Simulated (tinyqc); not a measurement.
Etch lag against aspect ratio: ion-assisted plasma etching: sheath, surface coverage, synergy and aspect-ratio dependence. Computed by tinyqc, a small Python program. Command: `OMP_NUM_THREADS=1 python tinyqc.py 3023588 3023589 out.jsonl etch walk`. One thread of a shared host (Intel(R) Xeon(R) Processor @ 2.30GHz), about 0.07 s of CPU time with the checks.

Radicals adsorb on bare sites; ions remove covered sites with a high yield and bare sites by sputtering; a slow spontaneous reaction acts everywhere, walls included.

Inputs (values chosen for the exercise, close to those used for silicon dioxide in a fluorocarbon plasma): plasma density n_e = 9.1e+10 1/cm^3; electron temperature T_e = 2.5 eV; ion mass M_i = 40 u; sheath voltage V = 370 V; radical density n = 1.9e+13 1/cm^3; radical mass M_n = 19 u; gas temperature T_g = 500 K; sticking coefficient s = 0.67; radicals per removed unit x = 4; yield slope b = 0.18 eV^(-1/2); threshold E_th = 7.5 eV; sputter slope b_p = 0.017 eV^(-1/2); sputter threshold E_p = 27 eV; spontaneous reaction probability k_c = 5.2e-06; solid density N = 2.2e+22 1/cm^3; ion temperature T_i = 0.21 eV.

Feature: long trench.

Constants: e = 1.602176634e-19 C; u = 1.6605390666e-27 kg; k_B = 1.380649e-23 J/K; eps_0 = 8.8541878128e-12 F/m.

Method:
- Bohm speed u_B = sqrt(e T_e/M_i); ion flux G_i = 0.61 n_e u_B; radical flux G_n = n c/4 with c = sqrt(8 k_B T_g/(pi M_n)).
- Debye length lambda_D = sqrt(eps_0 T_e/(e n_s)) with n_s = 0.61 n_e, T_e in volts; Child-law sheath d = (sqrt2/3) lambda_D (2 V/T_e)^(3/4); ion energy E = V + T_e/2; angular spread = arctan(sqrt(T_i/E)).
- Yields: Y = b (sqrt(E) - sqrt(E_th)) on covered sites, Y_p = b_p (sqrt(E) - sqrt(E_p)) on bare ones (zero below threshold).
- Steady coverage: s G_n (1 - theta) = x Y G_i theta; removal flux = Y G_i theta + Y_p G_i (1 - theta) + k_c G_n; rate = flux/N, 1 cm/s = 6e8 nm/min.
- Lateral rate = k_c G_n/N; anisotropy = 1 - lateral/vertical; synergy = vertical/(ions alone + radicals alone), with ions alone Y_p G_i/N and radicals alone the lateral rate.
- Transmission of a long trench, rough form: K = (1 + ln(1 + A))/(1 + A + ln(1 + A)), walls that scatter diffusely without loss. With a loss probability S = s (1 - theta) at the floor, G_b/G_n = K/(K + S - K S); theta follows G_b, and the two are solved together. Ions are taken to reach the floor unshadowed; G_b replaces G_n in every term of the rate; A is depth over width.

yield Y = 2.97526

sputter yield Y_p = 0.239219

ion flux G_i = 1.36314e+16 1/(cm^2 s)

radical flux G_n = 3.54559e+17 1/(cm^2 s)

vertical rate = 693.395 nm/min

coverage theta = 0.594209

Floor of the feature:
```
A            K  G_b/G_n    theta  rate (nm/min)  relative rate
0.5    0.73760  0.90714  0.57051         669.28        0.96523
1.0    0.62869  0.85014  0.55454         653.04        0.94180
2.0    0.51203  0.76904  0.52966         627.73        0.90529
5.0    0.35830  0.61253  0.47283         569.92        0.82192
10.0   0.25361  0.45885  0.40188         497.73        0.71782
20.0   0.16821  0.30364  0.30778         402.01        0.57977
50.0   0.08978  0.15263  0.18267         274.75        0.39624
100.0  0.05317  0.08625  0.11214         203.00        0.29276
```

K falls by a factor 13.9 over the rows and the rate by 3.30. Among these rows the rate stays within 10 % of the open-field value up to A = 2, with an open-field coverage of 0.59. Caution: rows with A above about 1/(2 tan(ion spread)) or 1/sqrt(k_c), often 10 to 30, are formal: ion shadowing, radical loss on the walls, redeposition of sputtered material and, in fluorocarbon plasmas, polymer growth are left out and add to the lag.
